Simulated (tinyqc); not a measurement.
Anneal temperature: kinetics of strain relaxation and threading dislocations in mismatched semiconductor layers. Computed by tinyqc, a small Python program. Command: `OMP_NUM_THREADS=1 python tinyqc.py 3030330 3030331 out.jsonl threading walk`. One thread of a shared host (Intel(R) Xeon(R) Processor @ 2.30GHz), about 0.01 s of CPU time with the checks.

60-degree dislocations on {111} planes of a (001) layer, isotropic elasticity. The Schmid factor is 1/sqrt(6), and a misfit segment relieves strain with b/2.

Inputs (values chosen for the exercise, modelled on Ge on Si): misfit f = 0.0435; shear modulus G = 56.7 GPa; Poisson ratio nu = 0.26; Burgers vector b = 4 angstrom; glide activation energy Q = 1.6 eV; velocity prefactor v0 = 38000 m/s per MPa; layer thickness h = 8.8 nm; anneal temperature T = 755 K; anneal time t = 270 s; initial thread density rho_0 = 31000 1/cm^2; multiplication constant delta = 33000 1/m.

Sources: fixed density of threads.

Constants: k_B = 8.617333262e-05 eV/K.

Method:
- Excess resolved stress tau = (1/sqrt 6) [2 G (1 + nu)/(1 - nu)] (e - e_eq), e_eq = b (1 - nu/4) [ln(h/b) + 1]/(4 pi (1 + nu) h), the Matthews-Blakeslee strain of an uncapped layer; glide velocity v = v0 tau exp(-Q/(k_B T)), tau in MPa.
- Threads run in two directions, so de/dt = -(b/4) rho v, with rho fixed. With x = e - e_eq, x0 = f - e_eq (fully strained at t = 0) and v = m S x (m the mobility, S x = tau): x = x0 exp(-t/t_r), t_r = 4/(b rho_0 m S).
- The half time is that at which x = x0/2.

half time = 357.543 s

excess stress tau = 2563.38 MPa

equilibrium strain e_eq = 0.0109810

After the time t:
```
T (K)  first velocity (micrometre/s)  relieved (%)  threads (1/cm^2)  half time (s)
642                       2.6816e+01         0.688             31000     2.7114e+04
670                       8.9806e+01         2.285             31000     8.0965e+03
704                       3.4242e+02         8.436             31000     2.1235e+03
731                       9.0702e+02        20.821             31000     8.0165e+02
764                       2.7170e+03        50.308             31000     2.6762e+02
786                       5.3642e+03        74.859             31000     1.3555e+02
818                       1.3516e+04        96.916             31000     5.3797e+01
871                       5.3787e+04       100.000             31000     1.3518e+01
```

What does the comparison show, and why?

The half time follows exp(Q/(k_B T)), a decade for each 72 K near 764 K. Relief goes from 21 % at 731 K to 74.9 % at 786 K: with a fixed density the onset is gradual, and more threads relax the layer sooner. Caution: at stresses above about 1 GPa the linear velocity law understates glide, as stress lowers the kink barrier. Caution: at such misfit the layer islands and relaxes during the first nanometres, so a uniform strained start is an idealisation. Caution: rows with more than 50 % relieved leave out blocking by crossing misfit lines, which slows real layers.

Extremes, crossings and ranges named in words are read from the listed rows.
